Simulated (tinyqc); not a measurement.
Ellipsometry and reflectance of a transparent film on an absorbing substrate: two steps of the calculation.

Air (index 1), film, substrate with N2 = n2 - i k2; time factor exp(+i w t). q_j = sqrt(N_j^2 - sin^2 th), root with positive real part. Fresnel coefficients r_s = (q_a - q_b)/(q_a + q_b), r_p = (N_b^2 q_a - N_a^2 q_b)/(N_b^2 q_a + N_a^2 q_b). tan(Psi) exp(i Delta) = R_p/R_s, Delta taken from 0 to 360 degrees.

Inputs (values chosen for the exercise); indices close to those of aluminium oxide on silicon: wavelength lam = 632.8 nm; angle of incidence th = 70 degrees; index of the transparent film n1 = 1.653; film thickness d = 100 nm; index of the substrate n2 = 3.882; extinction coefficient of the substrate k2 = 0.019.

Question 1. Interface coefficients and thickness period. q0, q1, q2 and the coefficients r01 and r12 for p and s; the results repeat in d with the period lam/(2 q1).

Wanted: q0; q1; q2; r01,p; r01,s; r12,p; r12,s; period.

Answer 1.

q0 = 0.34202
q1 = 1.3599
q2 = 3.7666-0.0196i
r01,p = -0.18540
r01,s = -0.59808
r12,p = 0.33140-0.00204i
r12,s = -0.46946+0.00203i
period = 232.66 nm

Question 2. Psi, Delta and reflectances. beta = 2 pi d q1/lam, X = exp(-2 i beta), R = (r01 + r12 X)/(1 + r01 r12 X) for p and s.

q1 = 1.3599216
r01,p = -0.18539551
r01,s = -0.59808243
r12,p = 0.33139895-0.00204283i
r12,s = -0.46945932+0.00202659i

Give: beta; X; R_p; R_s; Psi; Delta; |R_p|^2; |R_s|^2.

Answer 2.

beta = 1.3503 rad
X = -0.90432-0.42685i
R_p = -0.46327-0.12088i
R_s = -0.26724+0.22375i
Psi = 53.946 degrees
Delta = 54.563 degrees
|R_p|^2 = 0.22923
|R_s|^2 = 0.12148

The bare substrate gives Psi = 10.57 and Delta = 179.23 degrees.

Computed by the program tinyqc: `OMP_NUM_THREADS=1 python tinyqc.py 2870122 2870123 out.jsonl`, one thread of a shared Intel Xeon 2.30GHz, about 0.01 s for the whole run.
